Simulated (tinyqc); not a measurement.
Inside a calculation: Landau levels of a parabolic two-dimensional band. Values are carried at full precision from step to step, so a last printed digit may differ when a step is redone from the rounded ones.

In a field B along z: l = 1/sqrt((e/hbar) B) is the magnetic length, n_B = B/(h/e) the number of states per area in one level, hbar wc = 2 muB B/m for mass m in m0; 1/angstrom^2 = 1e16/cm^2.

Constants: e/hbar = 1.519267448e-05 1/(T angstrom^2); h/e = 413566.7697 T angstrom^2; hbar^2/2m0 = 3.80998211 eV angstrom^2; muB = 5.788381798e-05 eV/T; e^2/h = 3.874045865e-05 S.

Parameters, chosen for this exercise (near those of a two-dimensional electron gas in InGaAs; shifted at random, so the results belong to these values and not to a real crystal):
- B = 9 T (magnetic field)
- n = 4.2 x 1e11/cm^2 (electron sheet density)
- m = 0.0446 m0 (mass)
- gs = -4.46 (g factor)
- gv = 1 (valleys)

## Scales set by the field

Give l, n_B and the filling factor nu = n/n_B.

l = 85.52 angstrom
n_B = 2.1762 x 1e11/cm^2
nu = 1.930

## The lowest levels

E(N, s) = (N + 1/2) hbar wc + s gs muB B with s = +/-1/2.

List the eight lowest, in meV, with the gap to the next.

Levels:
```
label  E (meV)  gap above (meV)
0+      10.519            2.323
0-      12.842           21.038
1+      33.880            2.323
1-      36.204           21.038
2+      57.241            2.323
2-      59.565           21.038
3+      80.602            2.323
3-      82.926           21.038
```

The largest of these gaps, 21.04 meV, first occurs above level 0- and is kB T at 244 K.

## Where EF lies

Each listed level takes n_B electrons. At zero temperature and without broadening EF sits in the partly filled level.

Fill the listed levels in order up to nu; give the partly filled level, its energy and its filled share.

level: 0-

EF = 12.842 meV
filled share = 0.930

## Fields of the Hall plateaus

A plateau is centred where nu = n/n_B equals 1, 2, 3, 4, 5, 6; there rho_xy = h/(nu e^2).

Plateaus:
```
nu   B (T)  1/B (1/T)  rho_xy (kohm)
1   17.370     0.0576        25.8128
2    8.685     0.1151        12.9064
3    5.790     0.1727         8.6043
4    4.342     0.2303         6.4532
5    3.474     0.2879         5.1626
6    2.895     0.3454         4.3021
```

These counts hold wherever the levels are resolved.

## Checks

- Level spacing from finite differences in the Landau gauge against hbar wc, meV: 23.34 against 23.36.

Run: tinyqc, `OMP_NUM_THREADS=1 python tinyqc.py 1280859 1280860 out.jsonl`; Intel(R) Xeon(R) Processor @ 2.30GHz, one thread, shared host; about 0.01 s of CPU time with all checks.
